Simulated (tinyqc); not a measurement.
Worked calculation: implant damage, amorphisation by cascade overlap, and solid-phase epitaxial regrowth. Computed by tinyqc, a small Python program that keeps every step. Command: `OMP_NUM_THREADS=1 python tinyqc.py 3110186 3110187 out.jsonl sper walk`. One thread of a shared host (Intel(R) Xeon(R) Processor @ 2.30GHz), about 0.01 s of CPU time with the checks. Intermediate numbers are printed to about 5 digits and carried at full precision; extremes and crossings named in words are read from the listed rows.

Range and width of the damage are inputs. Dynamic annealing enters only through the surviving share f.

Inputs (values chosen for the exercise, modelled on arsenic ions in germanium): atomic density N = 44.2 1/nm^3; ion Z1 = 33; ion mass M1 = 74.9 u; target Z2 = 32; target mass M2 = 72.63 u; ion energy E = 43 keV; displacement energy E_d = 16 eV; depth of the damage peak R_d = 18 nm; width of the damage profile s_d = 11 nm; share of defects that survive f = 0.41; critical displaced share x_c = 0.14; dose Q = 2.1e+15 1/cm^2; overlaps needed n = 2; area amorphised by one track A_i = 1.7 nm^2; regrowth prefactor v0 = 2.9e+16 nm/s; regrowth energy E_a = 2.16 eV; anneal temperature = 435 C; rate relative to (100) = 0.04; peak enhancement by the dopant = 1.7; ramp rate = 23 K/s.

Constants: a_0 = 0.529177210903 angstrom; e^2/(4 pi eps_0) = 14.39964548 eV angstrom; k_B = 8.617333262e-05 eV/K.

## Damage energy and displacements per ion

Robinson partition: eps = E a M2/(Z1 Z2 (e^2/(4 pi eps_0)) (M1 + M2)), a = 0.8853 a_0/sqrt(Z1^(2/3) + Z2^(2/3)); k = 0.0793 Z1^(2/3) Z2^(1/2) (M1 + M2)^(3/2)/((Z1^(2/3) + Z2^(2/3))^(3/4) M1^(3/2) M2^(1/2)); damage energy T_d = E/(1 + k (eps + 0.40244 eps^(3/4) + 3.4008 eps^(1/6))); displacements nu = 0.8 T_d/(2 E_d).

reduced energy eps = 0.14451

k = 0.15614

damage energy T_d = 30.240 keV

T_d/E = 0.70325

displacements per ion nu = 756.00

30 % of the energy goes to electrons.

## The amorphous layer

Displaced share x(z) = f nu Q exp(-(z - R_d)^2/(2 s_d^2))/(sqrt(2 pi) s_d N); the layer is amorphous where x > x_c, between R_d -/+ s_d sqrt(2 ln(x_max/x_c)), the upper edge being cut at the surface. Threshold dose Q_c = Q x_c/x_max.

peak displaced share x_max = 5.3409

threshold dose Q_c = 5.5047e+13 1/cm^2

upper edge = 0 nm

lower edge = 47.686 nm

The layer reaches the surface. Caution: x above 1 counts atoms displaced more than once.

## Damage left below the interface

Displaced atoms per area beyond the lower edge z2: f nu Q (1/2) erfc((z2 - R_d)/(sqrt2 s_d)); they are not removed by regrowth.

share of the damage beyond z2 = 0.0034805

displaced atoms beyond z2 = 2.2655e+15 1/cm^2

## Layer against dose

The formulas are those given above.

Dose series; the last column is f nu Q erfc((z2 - R_d)/(sqrt2 s_d))/2:
```
Q (1/cm^2)   x_max  upper edge (nm)  lower edge (nm)  displaced atoms beyond z2 (1/cm^2)
6.06e+13    0.1541           13.177           22.823                          6.2085e+15
8.26e+13    0.2101            8.090           27.910                          4.7061e+15
1.38e+14    0.3510            3.086           32.914                          3.7463e+15
2.20e+14    0.5595            0.000           36.311                          3.2729e+15
3.85e+14    0.9792            0.000           39.696                          2.8981e+15
6.61e+14    1.6811            0.000           42.526                          2.6403e+15
1.38e+15    3.5098            0.000           45.922                          2.3819e+15
2.75e+15    6.9941            0.000           48.765                          2.1993e+15
```

A dose 45 times larger moves the lower edge from 22.8 to 48.8 nm, as the root of a logarithm, and the damage beyond it falls by a factor 2.8, since the edge lies on an ever steeper tail. The layer reaches the surface at Q_c exp(R_d^2/(2 s_d^2)) = 2.10e14 per cm^2.

## Overlap model

Gibbons model: a point turns amorphous after n + 1 hits; with y = A_i Q the amorphous share is 1 - exp(-y) sum_(k=0..n) y^k/k!. Doses are set by y.

Amorphous share:
```
y    Q (1/cm^2)  direct impact (n = 0)     given n
0.1  5.8824e+12                0.09516  1.5465e-04
0.3  1.7647e+13                0.25918  3.5995e-03
0.6  3.5294e+13                0.45119  2.3115e-02
1.0  5.8824e+13                0.63212  8.0301e-02
2.0  1.1765e+14                0.86466  3.2332e-01
3.0  1.7647e+14                0.95021  5.7681e-01
5.0  2.9412e+14                0.99326  8.7535e-01
8.0  4.7059e+14                0.99966  9.8625e-01
```

At small y the share grows as y^3; between the first rows the exponent is 2.86.

## Isothermal regrowth

v = v0 x orientation factor x exp(-E_a/(k_B T)) x [1 + (enhancement - 1) exp(-(z - R_d)^2/(2 s_d^2))], T = anneal temperature + 273.15 K; the dopant is taken to follow the damage profile; the lower front moves from the lower edge z2 to the surface, or to the middle (z1 + z2)/2 of a buried layer with upper edge z1; time = int dz/v; the equivalent undoped distance is that time times the undoped velocity.

undoped velocity = 0.49218 nm/s

distance to regrow = 47.686 nm

time without enhancement = 96.888 s

equivalent undoped distance = 35.482 nm

time with enhancement = 72.091 s

The rate doubles for each 14 K or so near this temperature. Caution: regrowth on (111) is not only slow but leaves twins, which a single velocity does not describe.

## Regrowth during a ramp

On a linear ramp from 200 C regrowth ends at the T_f where int v_undoped dT/(ramp rate) equals the equivalent undoped distance.

temperature at which regrowth ends = 530.95 C

Checks made by the program: tail against quadrature of x(z) N (relative difference below 1e-10).
